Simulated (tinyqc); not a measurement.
Sweep of a uniaxial [100] stress: six-band Luttinger-Kohn model with strain.

Six-band Luttinger-Kohn model in the basis |3/2,3/2>, |3/2,1/2>, |3/2,-1/2>, |3/2,-3/2>, |1/2,1/2>, |1/2,-1/2>, electron energies, zero at the top of the unstrained valence band. H = -[rows: (P+Q, -S, R, 0, -S/r2, r2 R); (-S*, P-Q, 0, R, -r2 Q, r32 S); (R*, 0, P-Q, S, r32 S*, r2 Q); (0, R*, S*, P+Q, -r2 R*, -S*/r2); (-S*/r2, -r2 Q, r32 S, -r2 R, P+Dso, 0); (r2 R*, r32 S*, r2 Q, -S/r2, 0, P+Dso)], r2 = sqrt(2), r32 = sqrt(3/2). Levels are twofold.

P = c g1 k^2 - av tr(e); Q = c g2 (kx^2 + ky^2 - 2 kz^2) - (b/2)(exx + eyy - 2 ezz); R = c sqrt3 [-g2 (kx^2 - ky^2) + 2i g3 kx ky] + (sqrt3/2) b (exx - eyy) - i d exy; S = 2 c sqrt3 g3 (kx - i ky) kz - d (exz - i eyz); c = hbar^2/2m0, e the strain tensor (not engineering shear).

s11 = (C11 + C12)/((C11 - C12)(C11 + 2 C12)), s12 = -C12/((C11 - C12)(C11 + 2 C12)), s44 = 1/C44; exx = s11 sxx + s12 (syy + szz) and cyclic, exy = s44 sxy/2; tension is positive. A uniaxial stress X along the unit vector n is s_ij = X n_i n_j.

Constants: hbar^2/2m0 = 3.80998211 eV angstrom^2.

Inputs chosen for the exercise (near those of Si; shifted at random, so the results belong to these values and not to a real crystal): Dso = 0.044 eV (spin-orbit splitting); g1 = 4.29 (Luttinger gamma1); g2 = 0.34 (gamma2); g3 = 1.44 (gamma3); av = 2.44 eV (valence hydrostatic potential); b = -2.08 eV (tetragonal shear potential); d = -4.82 eV (trigonal shear potential); C11 = 166 GPa; C12 = 64.2 GPa; C44 = 79.4 GPa; load = uniaxial [100] (kind of stress).

Edges at k = 0 and curvature masses of the top pair along [100] and [001] (step 0.0002 1/angstrom); at zero stress the top is fourfold and has no single curvature.

Edges and masses:
```
X (GPa)  top (eV)  second (eV)  third (eV)  splitting (meV)  m [100]  m [001]
-2.10      0.0567      -0.0603     -0.0926            117.0    0.178    0.275
-1.40      0.0351      -0.0402     -0.0737             75.3    0.179    0.274
0.00       0.0000       0.0000     -0.0440              0.0        -        -
0.70       0.0201       0.0017     -0.0484             18.4    0.277    0.216
1.40       0.0402       0.0165     -0.0659             23.7    0.277    0.216
2.10       0.0603       0.0346     -0.0867             25.7    0.277    0.216
```

Give the missing row, X (GPa) = -0.70.

Computed row:
```
X (GPa)  top (eV)  second (eV)  third (eV)  splitting (meV)  m [100]  m [001]
-0.70      0.0148      -0.0201     -0.0561             34.9    0.183    0.270
```

The splitting reaches 117.0 meV under compression and 25.7 meV under the same tension; linear shear terms alone would make the two equal, and the difference comes from the coupling to the split-off band. At the ends of the sweep the top pair has a mass along [100] of 0.178 under compression and 0.277 under tension, so compression gives the lighter holes along [100]; along [001] it has 0.275 and 0.216. The top edge itself moves by +57 and +60 meV.

Program tinyqc; command `OMP_NUM_THREADS=1 python tinyqc.py 1080542 1080543 out.jsonl`; about 0.2 s on one thread of a shared Intel(R) Xeon(R) Processor @ 2.30GHz.
